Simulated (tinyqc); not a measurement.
Virtual-crystal alloy in the empirical-pseudopotential method, step by step. Values are carried at full precision from step to step, so a last printed digit may differ when a step is redone from the rounded ones.

Virtual crystal A(1-x)B(x): a = (1 - x) a_A + x a_B. Rule linear: V = (1 - x) V_A + x V_B. Rule volume: V = [(1 - x) a_A^3 V_A + x a_B^3 V_B]/a^3, since a form factor is an atomic potential divided by the cell volume.

Constants: hbar^2/2m0 = 3.80998211 eV angstrom^2; Ry = 13.60569312 eV.

Values chosen for the exercise (classic local form factors of the size used for GaAs (A) and InAs (B), which place X and L only to a few tenths of an eV; not measured data): a = (5.634, 6.037) angstrom (lattice constants of A, B); VSA = (-0.226, 0.011, 0.06) Ry (symmetric form factors of A); VAA = (0.071, 0.049, 0.009) Ry (antisymmetric form factors of A); VSB = (-0.217, 0, 0.049) Ry (symmetric form factors of B); VAB = (0.081, 0.051, 0.03) Ry (antisymmetric form factors of B); rule = volume (mixing rule); x = 0.77 (fraction of B).

## The virtual crystal

Form a, the two weights and the form factors.

a = 5.9443 angstrom

weights of A and B: 0.19583  0.80658

VS at 3, 8, 11 (Ry): -0.21929  0.00215  0.05127

VA at 3, 4, 11 (Ry): 0.07924  0.05073  0.02596

## The six lowest plane waves at X

Empirical pseudopotential on the fcc lattice, atoms at +/- tau, tau = a (1,1,1)/8, no spin-orbit coupling. H(G,G') = c (2 pi/a)^2 |k + G|^2 delta + VS(q) cos(q.tau) + i VA(q) sin(q.tau), q = G - G', c = hbar^2/2m0; k and G in units of 2 pi/a; VS at |q|^2 = 3, 8, 11 and VA at 3, 4, 11, in rydberg, zero elsewhere. At each k the basis holds all G with |k + G|^2 up to 16; energies are counted from the fourth level at Gamma.

k = (1,0,0) with the small basis G = (0,0,0), (-2,0,0), (-1,1,1), (-1,-1,-1), (-1,1,-1), (-1,-1,1) in place of the full one.

H in this small basis (eV), lower triangle (Hermitian):
```
,000,-200,-1+1+1,-1-1-1,-1+1-1,-1-1+1
000,4.257
-200,-0.690i,4.257
-1+1+1,-2.110+0.762i,2.110+0.762i,8.514
-1-1-1,2.110-0.762i,-2.110-0.762i,-0.029,8.514
-1+1-1,-2.110-0.762i,-2.110+0.762i,-0.690i,0.690i,8.514
-1-1+1,-2.110-0.762i,-2.110+0.762i,-0.690i,0.690i,0.029,8.514
```

## Levels in the small basis

Diagonalise; the gap between the fourth and fifth level is a first estimate of the direct gap at X.

levels (absolute scale of H) (eV): -0.654  3.767  8.484  8.484  11.103  11.383

gap = 2.619 eV

The full basis gives 3.779 eV for this gap.

## The lowest conduction band along Gamma-X and at L

Full basis at each k.

Levels (eV):
```
k,band 3,band 4,band 5,band 6
L,-0.750,-0.750,1.488,4.913
"(0.00,0,0)",0.000,0.000,0.599,4.466
"(0.20,0,0)",-0.271,-0.271,2.003,3.955
"(0.40,0,0)",-0.841,-0.841,2.954,3.559
"(0.60,0,0)",-1.401,-1.401,2.341,3.370
"(0.70,0,0)",-1.606,-1.606,2.121,2.982
"(0.80,0,0)",-1.756,-1.756,1.985,2.641
"(0.85,0,0)",-1.807,-1.807,1.943,2.507
"(0.90,0,0)",-1.846,-1.846,1.918,2.405
"(1.00,0,0)",-1.877,-1.877,1.902,2.317
```

On these points band 5 is lowest at (0.00,0,0), 0.599 eV above the valence top: in this model the gap is direct, by a margin of 889 meV.

## Checks

- Fifth band at (0.85,0,0) against the equivalent point (0,0,-0.85), on the absolute scale of H (eV): both 9.5626.

Program tinyqc; command `OMP_NUM_THREADS=1 python tinyqc.py 1081233 1081234 out.jsonl`; about 0.2 s on one thread of a shared Intel(R) Xeon(R) Processor @ 2.30GHz.
